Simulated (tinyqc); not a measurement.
Correction of a charged-defect supercell by a model charge and potential alignment (plane-averaged potentials). Changing the width sigma_m of the model charge. Computed by tinyqc, a small Python program. Command: `OMP_NUM_THREADS=1 python tinyqc.py 3113468 3113469 out.jsonl align sweep`. One thread of a shared host (Intel(R) Xeon(R) Processor @ 2.30GHz), about 0.02 s of CPU time with the checks.

The "true" defect charge is (1 - x) q in a Gaussian of width sigma plus x q in one of width sigma_t, so the exact answer is known; the correction sees only a single model Gaussian of width sigma_m. A Gaussian of width s has the transform rho(G) = exp(-G^2 s^2/2), normalised to 1. A uniform background cancels q, so G = 0 is left out. Potentials are those felt by a unit positive charge. E_0 is the formation energy of the isolated defect, E_cell its value in the supercell, E_lat = E_iso - E_per of the model charge, C the true less the model potential far from the defect; the exact correction is E_0 - E_cell, and the error of a scheme is E_cell plus its correction less E_0.

Inputs (values chosen for the exercise, with screening close to that of 4H-SiC):
```
quantity                                     value      unit
defect charge q                                  2         e
dielectric constant eps                       9.56         -
edge of the cubic cell L                        20  angstrom
width sigma of the true defect charge          1.6  angstrom
share x of the charge in a wide tail             0         -
width sigma_t of the tail                      3.2  angstrom
formation energy of the isolated defect E_0   5.81        eV
```

Constants: e^2/(4 pi eps_0) = 14.39964548 eV angstrom.

Method:
- Periodic energy E_per = (2 pi q^2/(eps L^3)) (e^2/(4 pi eps_0)) sum_(G != 0) rho(G)^2/G^2, G = (2 pi/L)(n1, n2, n3), |n_i| <= 16. Isolated energy: two Gaussians of charges q_a, q_b and widths a, b interact by q_a q_b (e^2/(4 pi eps_0 eps)) sqrt(2/pi)/sqrt(a^2 + b^2), and the self-energy is half the sum over pairs.
- Supercell value E_cell = E_0 + E_per - E_iso for the true charge.
- E_lat = E_iso - E_per for the model charge; point-charge value alpha q^2 e^2/(4 pi eps_0 eps 2 L) with alpha = 2.837297.
- Plane-averaged potential at distance z from the defect: V(z) = (4 pi q/(eps L^3)) (e^2/(4 pi eps_0 e)) sum_(m != 0) rho(G_m) cos(G_m z)/G_m^2, G_m = 2 pi m/L, |m| <= 40.
- C = difference at z = L/2; E_corr = E_cell + E_lat - q C. For charges that have died out at L/2, C = (2 pi q/(eps L^3)) (e^2/(4 pi eps_0 e)) (<s^2> - sigma_m^2), <s^2> = (1 - x) sigma^2 + x sigma_t^2.

One run for each value; columns: (1) width sigma_m of the model charge (angstrom); (2) E_lat (eV); (3) alignment C (V); (4) error without alignment (meV); (5) error with alignment (rounded to 1e-4 meV) (meV):
```
(1)     (2)        (3)         (4)        (5)
1.0  0.4226   0.003691   7.382e+00          0
1.2  0.4206   0.002650   5.300e+00          0
1.3  0.4194   0.002058   4.117e+00          0
1.5  0.4167   0.000733   1.467e+00          0
1.6  0.4153   0.000000  -3.000e-08          0
1.8  0.4120  -0.001609  -3.218e+00          0
1.9  0.4103  -0.002484  -4.969e+00          0
2.1  0.4065  -0.004377  -8.754e+00  -1.00e-04
```

Over the rows, E_lat (eV) falls from 0.423 to 0.406 (exponent d ln y / d ln x -0.027 between the first rows and -0.093 between the last); alignment C (V) falls from 0.00369 to -0.00438; error without alignment (meV) falls from 7.38 to -8.75. E_lat and q C each change with the model width, by 16 and 16 meV over the rows, while the aligned error changes by 0.0 meV.
